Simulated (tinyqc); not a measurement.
Special k points of the fcc lattice, step by step. Values are carried at full precision from step to step, so a last printed digit may differ when a step is redone from the rounded ones.

Lattice vectors in units of a: a1 = (0, 1/2, 1/2), a2 = (1/2, 0, 1/2), a3 = (1/2, 1/2, 0); reciprocal vectors b_i with a_i . b_j = 2 pi delta_ij. Mesh: k = sum_i f_i b_i with f_i = (2 j_i + shift)/(2 N), j_i = 0 .. N-1. The point group of the lattice has 48 operations; only those that map the mesh onto itself are used.

Inputs chosen for the exercise (the lattice of Si, GaAs, Cu and Al; not measured data): N = 3 (points along each reciprocal vector); shift = 0 (half steps); D = 1.32 eV (half gap term); t = 0.42 eV (coupling); e0 = 2.72 eV (offset).

## Irreducible points and weights

Join points that an operation carries into one another (modulo reciprocal vectors); list each class by its first point in the order of (j1, j2, ...).

Irreducible points:
```
f1,f2,f3,weight
0.0000,0.0000,0.0000,1
0.0000,0.0000,0.3333,8
0.0000,0.3333,0.3333,6
0.0000,0.3333,0.6667,12
```

operations that keep the mesh = 48
irreducible points = 4

The weights add up to 27 = N^3; symmetry saves a factor 6.8.

## Which stars the mesh integrates

A_m(k) = sum over the m-th star of lattice vectors R of cos(k . R), stars in order of length: m = 1: |R|^2 = 0.5, 12 vectors, such as (1, 0, 0) in the basis a_i; m = 2: |R|^2 = 1, 6 vectors, such as (1, 1, -1) in the basis a_i; m = 3: |R|^2 = 1.5, 24 vectors, such as (2, 0, -1) in the basis a_i; m = 4: |R|^2 = 2, 12 vectors, such as (2, 0, 0) in the basis a_i; m = 5: |R|^2 = 2.5, 24 vectors, such as (2, 1, -1) in the basis a_i; m = 6: |R|^2 = 3, 8 vectors, such as (3, -1, -1) in the basis a_i. The zone mean of every A_m is zero.

Lattice vectors in units of a: a1 = (0, 1/2, 1/2), a2 = (1/2, 0, 1/2), a3 = (1/2, 1/2, 0); f are fractions of the reciprocal vectors. Evaluate the first six A_m at each irreducible point (k . R = 2 pi sum f_i n_i) and form the weighted means.

A_m at the points:
```
,m=1,m=2,m=3,m=4,m=5,m=6
1,12.000,6.000,24.000,12.000,24.000,8.000
2,3.000,-3.000,-3.000,3.000,-12.000,-1.000
3,0.000,3.000,-12.000,0.000,12.000,-4.000
4,-3.000,0.000,6.000,-3.000,0.000,2.000
```

weighted means: m=1 0.000, m=2 0.000, m=3 0.000, m=4 0.000, m=5 0.000, m=6 0.000

All six means vanish: the mesh is exact for functions whose Fourier series ends within these stars.

## A zone average from the irreducible points

Test function, the lower band of a two-band insulator: E(k) = -sqrt(D^2 + (e0 - t A_1(k))^2).

Lattice vectors in units of a: a1 = (0, 1/2, 1/2), a2 = (1/2, 0, 1/2), a3 = (1/2, 1/2, 0). Evaluate E at each point and take the weighted mean; the reference uses the unshifted mesh with N = 24.

E at the points (eV): -2.6692  -1.9682  -3.0234  -4.1932

weighted mean = -3.2175 eV
reference mean = -3.2039 eV

The error is -13.68 meV with 4 points.

## Checks

- Weighted mean over irreducible points against the plain mean over the whole mesh (eV): both -3.217544.
- Reference mean against a mesh of N = 30 (eV): both -3.2039.

Computed by tinyqc, a small Python program: `OMP_NUM_THREADS=1 python tinyqc.py 1650303 1650304 out.jsonl` (the numbers bound the seed that draws the inputs); one thread of a shared host (Intel(R) Xeon(R) Processor @ 2.30GHz), about 0.1 s for the whole set of steps.
